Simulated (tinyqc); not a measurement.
What each parameter does: polytypes by hexagonality, and a cubic inclusion as a quantum well.

Gap: E3 + (E2 - E3) h. Valence top Ev2 h and polarisation P2 h, both counted from 3C; Ec = Ev + gap.

A cubic inclusion of width L = N d in the host (h = 1) is a well of depth V = Ec(host) - Ec(3C). Square well with mass mismatch: k tan(k L/2) = (m_w/m_b) q, k = sqrt(m_w E/c), q = sqrt(m_b (V - E)/c), c = hbar^2/2m0, lowest root. The depth of the level, V - E, is its binding, and the transition to the valence top of the host is gap(host) - (V - E). The step in polarisation gives a field |F| = |P|/(eps eps0) in a thin inclusion, eps0 = 8.8541878e-12 F/m.

Constants: hbar^2/2m0 = 3.80998211 eV angstrom^2.

Values chosen for the exercise (of the order of those of InAs; shifted at random, so the results belong to these values and not to a real crystal):
- E3 = 0.412 eV (gap of the cubic polytype)
- E2 = 0.461 eV (gap of 2H)
- Ev2 = 0.037 eV (valence top of 2H above that of 3C)
- P2 = 0.0023 C/m^2 (spontaneous polarisation of 2H)
- m = (0.025, 0.025) m0 (electron mass along c in the cubic layer and in the host)
- d = 3.504 angstrom (thickness of a double layer)
- eps = 15 (dielectric constant)
- N = 6 (double layers in the cubic inclusion)

Well depth, depth of the level, transition without the field and field.

One parameter was then changed.

Results before and after:

| case | V (eV) | depth (eV) | transition (eV) | \|F\| (MV/cm) |
|---|---|---|---|---|
| base | 0.0860 | 0.0050 | 0.4560 | 0.173 |
| changed | 0.0860 | 0.0050 | 0.4560 | 0.226 |

Which of these changes was made? (a) N = 7; (b) m = (0.03, 0.025) m0; (c) E2 = 0.491 eV; (d) E3 = 0.392 eV; (e) P2 = 0.003 C/m^2; (f) Ev2 = 0.067 eV; (g) eps = 16.

Answer: (e) P2 = 0.003 C/m^2. Of the candidates, run in turn, only this one gives the changed row.

All candidates:

| case | V (eV) | depth (eV) | transition (eV) | \|F\| (MV/cm) |
|---|---|---|---|---|
| base | 0.0860 | 0.0050 | 0.4560 | 0.173 |
| N = 7 | 0.0860 | 0.0066 | 0.4544 | 0.173 |
| Ev2 = 0.067 eV | 0.1160 | 0.0088 | 0.4522 | 0.173 |
| E3 = 0.392 eV | 0.1060 | 0.0074 | 0.4536 | 0.173 |
| E2 = 0.491 eV | 0.1160 | 0.0088 | 0.4822 | 0.173 |
| P2 = 0.003 C/m^2 | 0.0860 | 0.0050 | 0.4560 | 0.226 |
| eps = 16 | 0.0860 | 0.0050 | 0.4560 | 0.162 |
| m = (0.03, 0.025) m0 | 0.0860 | 0.0050 | 0.4560 | 0.173 |

(tinyqc, `OMP_NUM_THREADS=1 python tinyqc.py 1850444 1850445 out.jsonl`, Intel(R) Xeon(R) Processor @ 2.30GHz, 1 thread, shared host, about 0.08 s.)
